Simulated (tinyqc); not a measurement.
Three structures under pressure: Born-Mayer model of an ionic crystal AB. Computed by tinyqc, a small Python program. Command: `OMP_NUM_THREADS=1 python tinyqc.py 3014978 3014979 out.jsonl bornmayer walk`. One thread of a shared host (Intel(R) Xeon(R) Processor @ 2.30GHz), about 0.01 s of CPU time with the checks.

Energies are per ion pair and r is the nearest distance of unlike ions.

Inputs (values chosen for the exercise, for a model salt):
```
quantity,value,unit
ionic charge z,1,-
unlike repulsion lambda,139,eV
range rho,0.355,angstrom
like repulsion lambda2,541,eV
dispersion C between like ions,21,eV angstrom^6
```

Structure: caesium chloride. Short range: with like-ion terms.

Constants: e^2/(4 pi eps_0) = 14.39964548 eV angstrom; 1 eV/angstrom^3 = 160.2176634 GPa.

Method:
- Madelung constant M, unlike neighbours z1, like neighbours z2 at f r, volume per pair: rock salt 1.747565, 6, 12, sqrt2, 2 r^3; caesium chloride 1.762675, 8, 6, 2/sqrt3, 8 r^3/(3 sqrt3); zinc blende 1.638055, 4, 12, sqrt(8/3), 16 r^3/(3 sqrt3).
- U(r) = -M z^2 e^2/(4 pi eps_0 r) + z1 lambda exp(-r/rho) + z2 [lambda2 exp(-f r/rho) - C/(f r)^6] (one mean like-ion term for both sublattices).
- With the volume written as c r^3, under pressure take the root at the minimum of the enthalpy and solve U'(r) + 3 c r^2 P = 0; H = U + P V; B = (U'' - 2 U'/r)/(9 c r).

Enthalpy (eV per pair):
```
P (GPa),rock salt,caesium chloride,zinc blende
0,-9.2292,-8.5128,-9.4774
2,-8.9012,-8.1764,-9.1182
5,-8.4328,-7.6979,-8.6097
10,-7.6997,-6.9521,-7.8211
20,-6.3570,-5.5930,-6.3921
40,-3.9784,-3.1989,-3.8902
70,-0.8591,-0.0782,-0.6440
100,1.9293,2.6974,2.2359
```

volumes at zero pressure (angstrom^3): rock salt 26.878, caesium chloride 27.616, zinc blende 29.561

What does the comparison show, and why?

At zero pressure the order is zinc blende < rock salt < caesium chloride. Between 20 and 40 GPa the lowest enthalpy passes from zinc blende to rock salt. Pressure favours the denser structure, through P V. The Madelung constants, the number of repulsive contacts and the volumes (26.9, 27.6, 29.6 angstrom^3 at P = 0) all matter. Caution: rigid ions with fixed charges leave out polarisation and covalency, so such models often misplace transition pressures.

Extremes, crossings and ranges named in words are read from the listed rows.
